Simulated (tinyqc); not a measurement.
Floating body of a partially depleted SOI transistor: body voltage and kink: output curve and kink.

Source at 0 V. Channel current Ic = 2 nf K Vt^2 [F(0) - F(Vd)](1 + la Vd), F(V) = ln^2(1 + exp((Vg - VT - nf V)/(2 nf Vt))), VT = VT0 - gb Vb. Saturation voltage Vs = 2 Vt sqrt(F(0)) + 3 Vt, excess Ve = (Vd - Vs + sqrt((Vd - Vs)^2 + 0.0004 V^2))/2, multiplication M1 = Ai Ve exp(-Bl/Ve). Each junction passes D(v) = J1 (exp(v/Vt) - 1) + J2 (exp(v/(2 Vt)) - 1). Bipolar current Ib = bb J1 (exp(Vb/Vt) - 1). The body settles where M1 (Ic + Ib) = D(Vb) + D(Vb - Vd) + Vb/Rb; drain current Id = (1 + M1)(Ic + Ib) - D(Vb - Vd).

Rows with more than one solution for Vb (latch) are left out; dId/dVd by a forward difference over 1e-4 V, swing = 1e-4 V over the change of log10 Id; M1 under 1e-12 is printed as 0.

Values chosen for this exercise; values of the order met in partially depleted silicon-on-insulator transistors: temperature T = 358 K; threshold at zero body voltage VT0 = 0.46 V; fall of the threshold per volt of body voltage gb = 0.17; slope factor nf = 1.48; gain factor per width K = 390 uA/(V^2 um); channel-length modulation factor la = 0.08 1/V; impact-ionisation prefactor Ai = 3.76 1/V; impact-ionisation voltage Bl = 6.5 V; diffusion saturation current of each junction J1 = 3.7e-11 uA/um; recombination saturation current of each junction J2 = 5.8e-8 uA/um; gain of the lateral bipolar transistor on the diffusion current bb = 1; resistance of a weak body tie to the source (1e9 stands for no tie, and the term is then dropped) Rb = 1e9 kohm um; gate voltage Vg = 1.01 V.

Constants: q = 1.602176634e-19 C, kB = 1.380649e-23 J/K, Vt = kB T/q. Results are converted to the units shown.

Result of one run:
```
Vb (V)        M1  Id, floating (uA/um)  Id, grounded (uA/um)  ratio  dId/dVd, floating (uS/um)  dId/dVd, grounded (uS/um)
0.4466  2.730e-6                 55.77                 43.08  1.294                      37.87                      3.203
```

Which drain voltage Vd gave this result: 1, 1.2, 1.6 or 2.2 V?

Vd = 1 V.

The whole series:
```
Vd (V)  Vb (V)        M1  Id, floating (uA/um)  Id, grounded (uA/um)  ratio  dId/dVd, floating (uS/um)  dId/dVd, grounded (uS/um)
1       0.4466  2.730e-6                 55.77                 43.08  1.294                      37.87                      3.203
1.2     0.5930  1.489e-4                 61.19                 43.74  1.399                      20.75                      3.428
1.4     0.6714  0.001667                 64.85                 44.51  1.457                      16.98                      4.478
1.6     0.7227  0.008249                 68.41                 45.62  1.500                      19.71                      6.955
1.8     0.7596   0.02575                 73.19                 47.40  1.544                      29.34                      11.07
2       0.7880   0.06054                 80.70                 50.15  1.609                      47.39                      16.67
2.2     0.8114    0.1181                 92.94                 54.15  1.717                      77.58                      23.47
```

Vb rises from 0.447 to 0.811 V and the ratio of the currents rises from 1.29 to 1.72. The output conductance with a floating body exceeds the grounded value by the largest factor among the rows, 11.8, at Vd = 1 V, where Vb = 0.447 V and M1 = 2.73e-6.

Range of the model: The multiplication law is an empirical form chosen for the exercise; self-heating and capacitive coupling to the body are left out, and the linear laws are rough once Vb passes about 0.7 V or M1 about 0.1.

Program tinyqc, `OMP_NUM_THREADS=1 python tinyqc.py 2182083 2182084 out.jsonl`; Intel Xeon 2.30GHz, shared host, one thread, about 0.2 s.
